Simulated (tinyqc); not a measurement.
Doping and barrier from two capacitances.

Inverse problem. A Schottky diode on a uniformly doped n-type layer obeys (A/C)^2 = 2 (Vbi - V - Vt)/(q eps0 eps_r Nd) in reverse bias, with phiB = Vbi + Vt ln(Nc/Nd) and image force ignored. Find Nd, Vbi and phiB.

Inputs (values chosen for the exercise); band and dielectric values close to those of indium phosphide:

| symbol | value | unit | meaning |
|---|---|---|---|
| T | 250 | K | temperature |
| eps_r | 12.3 |  | relative permittivity |
| Nc | 4.29e17 | cm^-3 | conduction-band density of states at T |
| A | 0.0055 | cm^2 | diode area |

Constants: q = 1.602176634e-19 C, kB = 1.380649e-23 J/K, Vt = kB T/q, eps0 = 8.8541878128e-14 F/cm where lengths are in cm. Results are converted to the units shown.

C at V = -0.3 and -5.6 V (pF): [136.98316, 50.028698]

Solution. The slope of (A/C)^2 against -V gives Nd, the intercept Vbi - Vt, and the Fermi-level depth Vt ln(Nc/Nd) is added for the barrier.

Nd = 5.800e15 cm^-3
Vbi = 0.5373 V
phiB = 0.6300 eV

Numbers from tinyqc (`OMP_NUM_THREADS=1 python tinyqc.py 2020167 2020168 out.jsonl`; about 0.06 s on one thread of a shared Intel Xeon 2.30GHz).
